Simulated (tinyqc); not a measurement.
Metal gate on a two-layer dielectric stack with fixed charge and a dipole: two steps of the calculation.

Gate, layer 2, layer 1, p-type semiconductor; x runs from the gate inwards. Charges are counted in units of +q. psi is the band bending at the surface, positive towards inversion. Classical charge, Boltzmann statistics, no interface traps.

Parameters, values chosen for the exercise; band and dielectric values close to those of 4H silicon carbide, layer 1 close to silicon dioxide, layer 2 close to hafnium oxide:
- T = 250 K (temperature)
- Eg = 3.23 eV (band gap)
- eps_r = 9.79 (relative permittivity)
- Nc = 1.31e19 cm^-3 (conduction-band density of states at T)
- Nv = 1.9e19 cm^-3 (valence-band density of states at T)
- chi = 3.6 eV (electron affinity)
- Na = 3.1e17 cm^-3 (acceptor density)
- pM = 4.36 eV (work function of the gate metal)
- t1 = 0.7 nm (thickness of layer 1, next to the semiconductor)
- e1 = 4.01 (relative permittivity of layer 1)
- t2 = 5.1 nm (thickness of layer 2, next to the gate)
- e2 = 21.5 (relative permittivity of layer 2)
- Q1 = 8e10 cm^-2 (fixed charge at the semiconductor interface)
- Q2 = 2.5e11 cm^-2 (fixed charge between the layers)
- r1 = 0 cm^-3 (uniform charge density in layer 1)
- r2 = 6.5e17 cm^-3 (uniform charge density in layer 2)
- Vd = -0.31 V (flat-band shift by a dipole layer between the layers)

Constants: q = 1.602176634e-19 C, kB = 1.380649e-23 J/K, Vt = kB T/q, eps0 = 8.8541878128e-14 F/cm where lengths are in cm. Results are converted to the units shown.

Task 1. Flat-band voltage, term by term. EOT = 3.9 (t1/e1 + t2/e2), Cox = eps0/(t1/e1 + t2/e2); phi_ms = pM - (chi + Eg - Vt ln(Nv/Na)). Vfb = phi_ms + Vd - (q/eps0) [Q1 (t1/e1 + t2/e2) + Q2 t2/e2 + r1 (t1^2/(2 e1) + t1 t2/e2) + r2 t2^2/(2 e2)]: each charge counts with its electrical distance from the gate.

Find: terms; Vfb.

Result 1.

terms (V): phi_ms -2.3813, dipole -0.3100, Q1 -0.0060, Q2 -0.0107, r1 0.0000, r2 -0.0071
Vfb = -2.7151 V

Apart from phi_ms the largest term is that of dipole, -310 mV; all charges and the dipole together move Vfb by -334 mV.

Task 2. Threshold voltage. ni = sqrt(Nc Nv) exp(-Eg/(2 Vt)), Eg in volts, pB = Vt ln(Na/ni), Vth = Vfb + 2 pB + sqrt(4 q eps0 eps_r Na pB)/Cox.

Vfb = -2.7151420 V
Cox = 2.1502600 uF/cm^2

Wanted: ni; pB; depletion charge; Vth.

Result 2.

ni = 4.376e-14 cm^-3
pB = 1.530 V
depletion charge = 0.5134 uC/cm^2
Vth = 0.5843 V

Computed by the program tinyqc: `OMP_NUM_THREADS=1 python tinyqc.py 2010149 2010150 out.jsonl`, one thread of a shared Intel Xeon 2.30GHz, about 0.01 s for the whole run.
